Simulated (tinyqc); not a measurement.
Barrier height from two thicknesses.

Problem. Through a thick flat barrier T = c exp(-2 kappa t) with a prefactor c that does not depend on t, and kappa = sqrt(m1 phi1/C), C = hbar^2/(2 m0). Find kappa, the decades lost for each nanometre, c and phi1.

Parameters, values chosen for the exercise:
- m1 = 0.52 m0 (tunnelling mass of layer 1)

Constants: q = 1.602176634e-19 C, hbar = 1.054571817e-34 J s, m0 = 9.1093837015e-31 kg, hbar^2/(2 m0) = 0.0380998212 eV nm^2. Results are converted to the units shown.

T at t = 1.1 and 2.1 nm: [1.8664309e-5, 4.3963103e-10]

Answer. The ratio of the two values removes c: kappa = ln(T_a/T_b)/(2 (t_b - t_a)).

kappa = 5.328 1/nm
decades a nanometre = 4.628
c = 2.300
phi1 = 2.080 eV

Computed by the program tinyqc: `OMP_NUM_THREADS=1 python tinyqc.py 2540142 2540143 out.jsonl`, one thread of a shared Intel Xeon 2.30GHz, about 0.05 s for the whole run.
